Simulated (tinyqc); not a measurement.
Gate sheet resistance from two finger widths.

Question. At low frequency R = Rsh Wf/(3 L) + B/Wf, where B collects the channel and vertical terms. Find Rsh, B and the width of lowest R.

Inputs (values chosen for the exercise): channel length L = 0.41 um.

input resistance of single fingers, contacted at one end, of width 0.86 and 7.4 um (ohm): 448.29299  106.70094

Solution. R Wf is a straight line in Wf^2; the minimum of R lies where both terms are equal.

Rsh = 9.20 ohm/square
B = 380 ohm um
width of lowest R = 7.13 um

tinyqc, about 0.01 s, one thread, Intel Xeon 2.30GHz (shared host): `OMP_NUM_THREADS=1 python tinyqc.py 2262198 2262199 out.jsonl`
